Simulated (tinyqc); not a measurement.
CIS on RHF in the cc-pvdz basis, for He, spin multiplicity 1, step by step. One step of it, computed by the program tinyqc.

Question. Iteration 1: building the Fock matrix. J_ij = sum D_kl (ij|kl), K_ij = sum D_kl (ik|jl); F = H + J - 0.5 K; E = tr D H + tr D J / 2 - 0.25 tr D K + E_nn.

D at the start:
```
           1He 1s    1He 2s   1He 2px   1He 2py   1He 2pz
1He 1s   0.696210  0.608556  0.000000  0.000000  0.000000
1He 2s   0.608556  0.531937  0.000000  0.000000  0.000000
1He 2px  0.000000  0.000000  0.000000  0.000000  0.000000
1He 2py  0.000000  0.000000  0.000000  0.000000  0.000000
1He 2pz  0.000000  0.000000  0.000000  0.000000  0.000000
```

core Hamiltonian H = T + V (hartree):
```
            1He 1s     1He 2s   1He 2px   1He 2py   1He 2pz
1He 1s   -1.880253  -1.545789  0.000000  0.000000  0.000000
1He 2s   -1.545789  -1.294671  0.000000  0.000000  0.000000
1He 2px   0.000000   0.000000  0.784997  0.000000  0.000000
1He 2py   0.000000   0.000000  0.000000  0.784997  0.000000
1He 2pz   0.000000   0.000000  0.000000  0.000000  0.784997
```

Two-electron integrals (ij|kl) in chemists' order, unique and non-zero (hartree):
```
(11|11) 1.543036   (21|11) 0.784979   (21|21) 0.426774   (22|11) 0.803460
(22|21) 0.475908   (22|22) 0.615562   (31|31) 0.177307   (32|31) 0.142524
(32|32) 0.130008   (33|11) 1.099799   (33|21) 0.627782   (33|22) 0.734404
(33|33) 1.040531   (41|41) 0.177307   (42|41) 0.142524   (42|42) 0.130008
(43|43) 0.063706   (44|11) 1.099799   (44|21) 0.627782   (44|22) 0.734404
(44|33) 0.913119   (44|44) 1.040531   (51|51) 0.177307   (52|51) 0.142524
(52|52) 0.130008   (53|53) 0.063706   (54|54) 0.063706   (55|11) 1.099799
(55|21) 0.627782   (55|22) 0.734404   (55|33) 0.913119   (55|44) 0.913119
(55|55) 1.040531
```

nuclear repulsion = 0 hartree

Give: Coulomb J; exchange K; Fock matrix F; total energy of this density.

Answer.

Coulomb J (hartree):
```
         1He 1s  1He 2s  1He 2px  1He 2py  1He 2pz
1He 1s   2.4571  1.3191   0.0000   0.0000   0.0000
1He 2s   1.3191  1.4660   0.0000   0.0000   0.0000
1He 2px  0.0000  0.0000   1.9204   0.0000   0.0000
1He 2py  0.0000  0.0000   0.0000   1.9204   0.0000
1He 2pz  0.0000  0.0000   0.0000   0.0000   1.9204
```

exchange K (hartree):
```
         1He 1s  1He 2s  1He 2px  1He 2py  1He 2pz
1He 1s   2.2567  1.5483   0.0000   0.0000   0.0000
1He 2s   1.5483  1.2038   0.0000   0.0000   0.0000
1He 2px  0.0000  0.0000   0.3661   0.0000   0.0000
1He 2py  0.0000  0.0000   0.0000   0.3661   0.0000
1He 2pz  0.0000  0.0000   0.0000   0.0000   0.3661
```

Fock matrix F (hartree):
```
          1He 1s   1He 2s  1He 2px  1He 2py  1He 2pz
1He 1s   -0.5515  -1.0009   0.0000   0.0000   0.0000
1He 2s   -1.0009  -0.4305   0.0000   0.0000   0.0000
1He 2px   0.0000   0.0000   2.5224   0.0000   0.0000
1He 2py   0.0000   0.0000   0.0000   2.5224   0.0000
1He 2pz   0.0000   0.0000   0.0000   0.0000   2.5224
```

total energy of this density = -2.855138 hartree

This density is the starting one; it is not idempotent, so its energy is not variational and may lie below the converged one.
